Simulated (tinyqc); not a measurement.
Fermi-Dirac statistics of conduction electrons: sweeps and comparisons. A value that a table varies takes the place of the one given here.

Non-parabolic band E (1 + alpha E) = c k^2/m: n = Nc (2/sqrt(pi)) integral_0^infinity sqrt(x (1 + a x)) (1 + 2 a x) dx/(1 + exp(x - eta)) with a = alpha kT and eta = (EF - Ec)/kT; a = 0 gives n = Nc F_1/2(eta).

Constants: hbar^2/2m0 = 3.80998211 eV angstrom^2; kB = 8.617333262e-05 eV/K.

Values chosen for the exercise (near those of Si, lowest valleys alone; shifted at random, so the results belong to these values and not to a real crystal): m = 1.0502 m0 (density-of-states mass of the conduction band); T = 400 K; alpha = 0.45 1/eV (non-parabolicity); m1 = 0.187 m0 (mass of one isotropic band with spin); L = 80 angstrom (confinement length used to compare densities); n = 8.3e+19 1/cm^3 (electron density).

## Parabolic against non-parabolic filling

N = 2 (m kB T/(4 pi c))^(3/2) with c = hbar^2/2m0, in 1/angstrom^3; times 1e24 for 1/cm^3. k_F = (3 pi^2 n)^(1/3) and the energy E0 that solves E (1 + alpha E) = c k_F^2/m give the limit of zero temperature.

EF - Ec (meV):
```
n (1/cm^3)  parabolic  non-parabolic  non-parabolic, 0 K
4.0e+18         -79.5          -81.6                 8.7
2.0e+19         -19.4          -21.9                25.3
6.0e+19          29.9           26.3                52.0
2.0e+20         109.3          101.1               113.0
6.0e+20         242.9          218.0               224.4
2.0e+21         549.4          453.4               457.1
```

What can be read from the table?

Non-parabolicity lowers EF by 2.1 meV at the lowest density and by 96.0 meV at the highest, where alpha (EF - Ec) = 0.20. Temperature lowers EF below its 0 K value by 90.3 meV at the lowest density and by 3.8 meV at the highest. EF enters the band between 2e+19 and 6e+19 1/cm^3.

## Dimension (statistics of electrons in three, two and one dimensions)

One band edge at E = 0, lambda = sqrt(4 pi c/(m1 kT)) with c = hbar^2/2m0. Densities with spin: n3 = (2/lambda^3) F_1/2(eta), n2 = (2/lambda^2) F_0(eta) with F_0 = ln(1 + exp(eta)), n1 = (2/lambda) F_-1/2(eta). F_j(eta) = (1/Gamma(j + 1)) integral_0^infinity x^j dx/(1 + exp(x - eta)), which tends to exp(eta) for eta << 0.

The last two columns turn the sheet and line densities into volume densities, n2/L and n1/L^2, over n3.

Densities:
```
eta  n3 (1/cm^3)  n2 (1/cm^2)  n1 (1/cm)  (n2/L)/n3  (n1/L^2)/n3
-4      5.69e+16     4.89e+10   4.20e+04       1.07         1.15
-2      4.04e+17     3.42e+11   2.87e+05       1.06         1.11
-1      1.02e+18     8.43e+11   6.82e+05       1.03         1.04
0       2.39e+18     1.87e+12   1.40e+06      0.976        0.918
1       4.92e+18     3.54e+12   2.38e+06      0.898        0.757
2       8.82e+18     5.73e+12   3.40e+06      0.811        0.602
4       2.03e+19     1.08e+13   5.07e+06      0.665        0.390
8       5.42e+19     2.15e+13   7.35e+06      0.497        0.212
```

lambda = 86.2 angstrom

What does this show?

Far below the edge all three follow exp(eta), and the ratios tend to lambda/L = 1.077 and its square. From eta = 4 to 8 the densities grow by 2.67, 1.99 and 1.45, near the powers 2^(3/2), 2 and 2^(1/2) that the densities of states E^(1/2), E^0 and E^(-1/2) give. One subband serves while EF stays several kT below the second, 2.7 kT up for hard walls; rows with a larger eta, if any, overfill it.

## What moves the Fermi level

N = 2 (m kB T/(4 pi c))^(3/2) with c = hbar^2/2m0, in 1/angstrom^3; times 1e24 for 1/cm^3. Each row changes one parameter from the base and keeps the others.

Results:
```
case                 parabolic EF - Ec (meV)  non-parabolic EF - Ec (meV)
base                                   47.51                        43.26
m = 1.1552 m0                          39.50                        35.58
T = 375 K                              49.86                        45.89
n = 1.66e+20 1/cm^3                    93.94                        86.97
alpha = 0.675 1/eV                     47.51                        41.29
```

How do the results move?

The largest shifts from the base row, up to three for each result and ties (the steps differ in size, so this ranks the rows, not the parameters). parabolic EF - Ec (meV): n +46.43, m -8.01, T +2.35; unchanged at the printed digits by alpha. non-parabolic EF - Ec (meV): n +43.71, m -7.68, T +2.63.

Program tinyqc; command `OMP_NUM_THREADS=1 python tinyqc.py 1680548 1680549 out.jsonl`; about 0.02 s on one thread of a shared Intel(R) Xeon(R) Processor @ 2.30GHz.
